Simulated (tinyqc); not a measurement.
Scale length and length offset from two DIBL values.

Inverse problem. DIBL = exp(-Le/(2 l)) + 2 exp(-Le/l) with Le = L - dL. Find l, dL and the drawn length for a DIBL of 100 mV/V.

DIBL at drawn lengths 78 and 140 nm (mV/V): [109.12853, 13.627419]

Answer. With e = exp(-Le/(2 l)), 2 e^2 + e = DIBL gives e and so Le/l at each length; Le/l is a straight line in L with slope 1/l.

l = 16.0 nm
dL = 1.70 nm
length for 100 mV/V = 80.4 nm

tinyqc, about 0.01 s, one thread, Intel Xeon 2.30GHz (shared host): `OMP_NUM_THREADS=1 python tinyqc.py 2002205 2002206 out.jsonl`
